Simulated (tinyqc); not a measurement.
Error from band bending against W.

In A the levels shift by pb (1 - z/W)^2 for z < W. The signal from depth z is weighted by exp(-z/le)/le, so the centroid shifts by pb [1 - 2/a + (2/a^2)(1 - exp(-a))], a = W/le, and the error of iA against its value at the interface is that less pb.

Parameters, values chosen for the exercise: band bending in A at the interface pb = 0.62 V; escape depth le = 3.6 nm.

Error from band bending against W:
```
W (nm),a,centroid shift (eV),error (meV)
2.8,0.77778,0.13378,-486.22
5,1.3889,0.20973,-410.27
8.6,2.3889,0.29828,-321.72
15,4.1667,0.39272,-227.28
26,7.2222,0.47206,-147.94
45,12.500,0.52874,-91.264
79,21.944,0.56607,-53.931
140,38.889,0.58893,-31.066
240,66.667,0.60168,-18.321
```

What does the comparison show?

The size of the error falls from 486 to 18.3 meV; for large a it is 2 |pb|/a. It is below 50 meV, a typical accuracy of the method, in 2 of the 9 rows. Heavily doped substrates and deep-probing photons need the correction.

tinyqc, about 0.01 s, one thread, Intel Xeon 2.30GHz (shared host): `OMP_NUM_THREADS=1 python tinyqc.py 2410134 2410135 out.jsonl`
